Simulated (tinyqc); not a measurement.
Grain growth, pinning, strength and diffusional creep of a polycrystal or thin film: one step, computed by the program tinyqc. Command: `OMP_NUM_THREADS=1 python tinyqc.py 3026508 3026509 out.jsonl grain walk`. One thread of a shared host (Intel(R) Xeon(R) Processor @ 2.30GHz), about 0.01 s of CPU time with the checks.

One mean grain size d describes the structure.

Problem. Yield stress. Hall-Petch term k_y/sqrt(d). Orowan term 3.06 x 0.4 G b ln(2 rbar/b)/(pi lambda sqrt(1 - nu)) with nu = 1/3, rbar = sqrt(2/3) r, lambda = rbar (sqrt(pi/f) - 2). The terms are added to sigma_0.

Inputs (values chosen for the exercise, modelled on polycrystalline silicon):
```
quantity                     value       unit
shear modulus G               70.8        GPa
Burgers vector b              3.84   angstrom
anneal temperature T          1129          K
particle volume fraction f  0.0029          -
particle radius r               18         nm
friction stress sigma_0        300        MPa
Hall-Petch slope k_y          0.26  MPa m^0.5
```

Sample: bulk.

grain size d = 116.1958 nm

Give: Hall-Petch term; Orowan term; yield stress.

Solution.

Hall-Petch term = 762.74 MPa

Orowan term = 123.86 MPa

yield stress = 1186.6 MPa

Caution: silicon is brittle except at high temperature, so these strengthening laws for metals do not give its real strength.
